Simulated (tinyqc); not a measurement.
Abrupt p-n junction, non-linear Poisson equation by Newton steps: effect of temperature.

One dimension, p side on the left, n side on the right; net doping C = -Na for x < 0 and +Nd for x > 0. The potential psi is counted from the intrinsic level, and the quasi-Fermi potentials are flat: 0 for holes and -V for electrons, so n = ni exp((psi + V)/Vt) and p = ni exp(-psi/Vt) (Boltzmann statistics, full ionisation, no current). Under reverse bias this makes the minority densities vanishingly small everywhere; they play no part in the charge.

Nc and Nv are given at 273 K and scale as (T/273 K)^1.5; Eg and eps_r are held fixed and ionisation stays complete. ni = sqrt(Nc Nv) exp(-Eg/(2 Vt)), Eg in volts. Depletion approximation: Vbi = Vt ln(Na Nd/ni^2), W = sqrt(2 eps0 eps_r (Vbi - V)(1/Na + 1/Nd)/q), xp = W Nd/(Na + Nd), xn = W Na/(Na + Nd), peak field 2 (Vbi - V)/W, capacitance eps0 eps_r/W. Exact first integral for an abrupt junction with thick neutral sides: psi_p = -Vt ln(Na/ni), psi_n = Vt ln(Nd/ni) - V, psi_j = (Nd psi_n + Na psi_p - Vt (Nd - Na))/(Na + Nd) at the junction, n_j = ni exp((psi_j + V)/Vt), p_j = ni exp(-psi_j/Vt), and E_j^2 = (2 q/(eps0 eps_r)) [Nd (psi_n - psi_j - Vt) + Vt (n_j + p_j)] (minority densities of the neutral sides neglected).

Parameters, values chosen for the exercise; band and dielectric values close to those of silicon: band gap Eg = 1.14 eV; relative permittivity eps_r = 11.9; conduction-band density of states at the reference temperature Nc = 2.42e19 cm^-3; valence-band density of states at the reference temperature Nv = 2.33e19 cm^-3; acceptor density of the p side Na = 8.3e15 cm^-3; donor density of the n side Nd = 7.5e17 cm^-3; bias of the p side against the n side V = -2.2 V.

Constants: q = 1.602176634e-19 C, kB = 1.380649e-23 J/K, Vt = kB T/q, eps0 = 8.8541878128e-14 F/cm where lengths are in cm. Results are converted to the units shown.

The same in every row: share of W on the n side (%) = 1.095.

Effect of temperature:
```
T (K),ni (cm^-3),Vbi (V),W (nm),"peak field, depletion (kV/cm)","peak field, exact (kV/cm)"
200,6.449e4,0.9594,711.5,88.81,89.44
240,2.100e7,0.9119,706.1,88.14,89.49
280,1.357e9,0.8628,700.5,87.44,89.68
320,3.177e10,0.8121,694.7,86.72,89.99
360,3.768e11,0.7602,688.7,85.97,90.40
400,2.772e12,0.7071,682.5,85.19,90.88
440,1.438e13,0.6529,676.1,84.40,91.44
```

ni rises from 64500 to 1.44e13 cm^-3, while Vbi falls from 0.959 to 0.653 V, on average -1.28 mV/K; W falls from 711 to 676 nm. The depletion field is 0.71 % below the exact one in the first row and 7.7 % below it in the last.

Program tinyqc, `OMP_NUM_THREADS=1 python tinyqc.py 2000110 2000111 out.jsonl`; Intel Xeon 2.30GHz, shared host, one thread, about 0.02 s.
